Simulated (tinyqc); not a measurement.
Comparisons within one model: buckled dimers of a reconstructed (001) surface, two dangling bonds a dimer. A value that a table varies takes the place of the one given here.

In a dimer one atom moves up by z and the other down by z; the dangling bond of the up atom (more s-like) falls by gm z and that of the down atom rises by gm z. With all dimers tilted alike: H(k) = [[-gm z - 2 ta cos k, -tp - 2 tx cos k], [., gm z - 2 ta cos k]], k along the row in 1/a. Two electrons a dimer fill the lowest N of the 2N levels on the mesh k_j = (j + 1/2) pi/N. Total energy a dimer: W(z) = (2/N) sum of the filled levels + kf z^2. Repulsion between electrons is left out.

Values chosen for the exercise (of the size met on Si(001); not measured data):

| symbol | value | unit | meaning |
|---|---|---|---|
| tp | 0.27 | eV | pi coupling inside a dimer |
| ta | 0.06 | eV | coupling between like atoms along the row |
| tx | 0.06 | eV | diagonal coupling along the row |
| gm | 2.26 | eV/angstrom | shift of a dangling bond with height |
| kf | 10.6 | eV/angstrom^2 | force constant of buckling |
| N | 8 |  | k points |

## Energy against buckling

W relative to z = 0; gap as lowest upper less highest lower level on 201 points from 0 to pi.

Per dimer (eV):

| z (angstrom) | band energy | elastic | W | gap |
|---|---|---|---|---|
| 0.00 | 0.0000 | 0.0000 | 0.0000 | 0.3000 |
| 0.05 | -0.0495 | 0.0265 | -0.0230 | 0.3538 |
| 0.10 | -0.1730 | 0.1060 | -0.0670 | 0.4820 |
| 0.15 | -0.3371 | 0.2385 | -0.0986 | 0.6474 |
| 0.20 | -0.5231 | 0.4240 | -0.0991 | 0.8332 |
| 0.30 | -0.9281 | 0.9540 | 0.0259 | 1.2366 |
| 0.40 | -1.3539 | 1.6960 | 0.3421 | 1.6609 |
| 0.50 | -1.7895 | 2.6500 | 0.8605 | 2.0953 |
| 0.60 | -2.2302 | 3.8160 | 1.5858 | 2.5352 |

W is lowest at z = 0.2 among these rows (-0.0991 eV). The band energy falls as z^2 at first and linearly, as -2 gm z, once gm z is far above tp, so the elastic term always wins at large z. The gap is open at all z.

## Strong pi bonds keep dimers flat

tp is varied; z minimises W on 0 to 1 angstrom; gap on 201 points; charge moved: the mean of gm z/sqrt((gm z)^2 + h^2) over the mesh, h the off-diagonal element.

Against tp:

| tp (eV) | z (angstrom) | gain (eV) | gap (eV) | charge moved (e) |
|---|---|---|---|---|
| 0.10 | 0.2056 | 0.3080 | 0.7393 | 0.964 |
| 0.20 | 0.1922 | 0.1772 | 0.7411 | 0.901 |
| 0.30 | 0.1673 | 0.0779 | 0.7440 | 0.785 |
| 0.45 | 0.0888 | 0.0044 | 0.7506 | 0.417 |
| 0.60 | 0.0000 | 0.0000 | 0.9600 | 0.000 |
| 0.80 | 0.0000 | 0.0000 | 1.3600 | 0.000 |
| 1.00 | 0.0000 | 0.0000 | 1.7600 | 0.000 |
| 1.30 | 0.0000 | 0.0000 | 2.3600 | 0.000 |
| 1.60 | 0.0000 | 0.0000 | 2.9600 | 0.000 |

Dimers buckle for tp up to 0.45 eV among these rows; for an isolated dimer the limit is gm^2/kf = 0.482 eV. While buckled, the splitting, on average over k, stays near 2 gm^2/kf = 0.964 eV whatever tp is, and beyond the limit it follows 2 tp; the gap is smaller by the width of the bands, about 4 ta = 0.24 eV.

## Tilting alike or in alternation

Alternation doubles the cell: sites L1, R1, L2, R2 with levels -gm z, +gm z, +gm z, -gm z, -tp inside a dimer, -2 ta cos k between L1-L2 and R1-R2, -2 tx cos k between L1-R2 and R1-L2, on k_j = (j + 1/2) pi/(2N); the lowest half of the levels is filled. Energies a dimer; gaps on these meshes.

Two patterns:

| z (angstrom) | W alike (eV) | W alternating (eV) | difference (meV) | gap alike (eV) | gap alternating (eV) |
|---|---|---|---|---|---|
| 0.05 | -0.5630 | -0.5630 | 0.0 | 0.3581 | 0.3549 |
| 0.10 | -0.6070 | -0.6070 | 0.0 | 0.4859 | 0.4830 |
| 0.15 | -0.6386 | -0.6386 | 0.0 | 0.6513 | 0.6484 |
| 0.20 | -0.6391 | -0.6391 | 0.0 | 0.8371 | 0.8342 |
| 0.30 | -0.5141 | -0.5141 | 0.0 | 1.2405 | 1.2376 |
| 0.40 | -0.1979 | -0.1979 | 0.0 | 1.6650 | 1.6619 |
| 0.50 | 0.3205 | 0.3205 | 0.0 | 2.0995 | 2.0964 |

The lowest W listed is -0.6391 eV for like tilts and -0.6391 eV for alternation; the difference at equal z stays at 0.0 meV. With alternation ta joins filled up atoms to empty down atoms and gains energy in second order, about 2 ta^2/(gm z) a dimer at large z, while tx does so for like tilts; here ta = 0.06 and tx = 0.06 eV. At z = 0.3 the gap is 1.241 eV alike and 1.238 eV alternating.

## What each parameter does

z minimises W on 0 to 1 angstrom; gain over flat dimers; gap on 201 points from 0 to pi. Each row changes one parameter from the base and keeps the others.

Results:

| case | z (angstrom) | gain (eV) | gap (eV) |
|---|---|---|---|
| base | 0.1762 | 0.1035 | 0.7430 |
| tp = 0.23 eV | 0.1861 | 0.1432 | 0.7419 |
| ta = 0.09 eV | 0.1762 | 0.1035 | 0.6230 |
| tx = 0.09 eV | 0.1755 | 0.1165 | 0.7623 |
| gm = 2.441 eV/angstrom | 0.2010 | 0.1617 | 0.8999 |
| kf = 9.54 eV/angstrom^2 | 0.2037 | 0.1416 | 0.8475 |

The largest shifts from the base row, up to three for each result and ties (the steps differ in size, so this ranks the rows, not the parameters). z (angstrom): kf +0.0275, gm +0.0248, tp +0.0099; unchanged at the printed digits by ta. gain (eV): gm +0.0582, tp +0.0397, kf +0.0382; unchanged at the printed digits by ta. gap (eV): gm +0.1568, ta -0.1200, kf +0.1044.

tinyqc: `OMP_NUM_THREADS=1 python tinyqc.py 1452661 1452662 out.jsonl`; about 0.02 s, one thread, shared Intel(R) Xeon(R) Processor @ 2.30GHz.
